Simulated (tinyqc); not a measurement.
Inside a calculation. Method: lattice vibrations of a chain. One step of it, computed by the program tinyqc.

Question. Dynamical matrix at q = 0.38. q is in units of 2 pi/a. A spring k from atom i to atom j, n cells on, adds k to Phi_ii and Phi_jj, -k exp(2 pi i q n) to Phi_ij and the conjugate to Phi_ji (for one atom a cell: 2k (1 - cos 2 pi q n)); D_ij = Phi_ij / sqrt(m_i m_j).

A chain moving along its axis:
```
atom    mass (u)  spring to the next atom (eV/angstrom^2)
1      22.300000                                14.800000
2      24.700000                                 2.300000
3      24.100000                                25.400000
4     118.600000                                 9.900000
```

Give: D(q).

Answer.

D(q) (eV/(angstrom^2 u)):
```
                1        2        3               4
1          1.1076  -0.6306   0.0000  0.1403+0.1318i
2         -0.6306   0.6923  -0.0943          0.0000
3          0.0000  -0.0943   1.1494         -0.4751
4  0.1403-0.1318i   0.0000  -0.4751          0.2976
```
